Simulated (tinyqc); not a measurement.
# From steady carrier temperature back to energy relaxation time tau_E

Model: velocity overshoot from momentum and energy balance equations after a field step. Computed by tinyqc, a small Python program. Command: `OMP_NUM_THREADS=1 python tinyqc.py 3016059 3016060 out.jsonl overshoot inv`. One thread of a shared host (Intel(R) Xeon(R) Processor @ 2.30GHz), about 0.03 s of CPU time with the checks.

At t = 0 the field jumps from 0 to F in a uniform sample. v is the drift velocity and u = w - (3/2) k_B T the excess energy per carrier.

Inputs (values chosen for the exercise, modelled on electrons in strained silicon except for tau_E):
```
quantity                 value        unit
effective mass m          0.21         m_0
low-field mobility mu_0   2600  cm^2/(V s)
saturation velocity v_s   0.98    1e7 cm/s
field after the step F     8.7       kV/cm
lattice temperature T      300           K
```

Scheme: implicit in the damping.

Constants: m_0 = 9.1093837015e-31 kg; e = 1.602176634e-19 C; k_B = 8.617333262e-05 eV/K.

Method. dv/dt = e F/m - v/tau_m(u), du/dt = e F v - u/tau_E, tau_m(u) = tau_0/(1 + c u), tau_0 = m mu_0/e, c = mu_0/(e tau_E v_s^2); this choice gives the steady state v (1 + mu_0 F v/v_s^2) = mu_0 F, which saturates at v_s. Steady velocity v = 2 mu_0 F/(1 + sqrt(1 + 4 (mu_0 F/v_s)^2)); u = e F v tau_E; carrier temperature T + 2u/(3 k_B), neglecting the drift energy m v^2/2.

Task: A run gave the result below. Find the energy relaxation time tau_E, known to lie between 0.28 and 0.59 ps.

steady carrier temperature = 542.5457 K

Result:

Each step takes the trial c = (a f_b - b f_a)/(f_b - f_a), f being the result less the target and a, b, c the logarithms of the listed values; c replaces end b, the old b replaces a if the sign of f changed, and otherwise f_a is halved.

Scan of the range:
```
energy relaxation time tau_E (ps)  steady carrier temperature (K)
0.280                                                     448.964
0.317                                                     468.649
0.359                                                     490.993
0.406                                                     515.998
0.460                                                     544.727
0.521                                                     577.180
0.590                                                     613.889
```

False position (Illinois rule, in the logarithm of the input) inside the bracket:
```
step     end a     end b     trial  steady carrier temperature (K)
1     0.406000  0.460000  0.455659                         542.418
2     0.460000  0.455659  0.455899                         542.545
3     0.460000  0.455899  0.455901                         542.546
4     0.455899  0.455901  0.455900                         542.546
```

Steady carrier temperature rises at every point of a 13-point scan of the range (every second point is shown), so one value fits; it is bracketed by 0.406 and 0.460. The scan shows a straight line, so linear interpolation between any two rows gives the answer at once. Answer: energy relaxation time tau_E = 0.4559 ps.
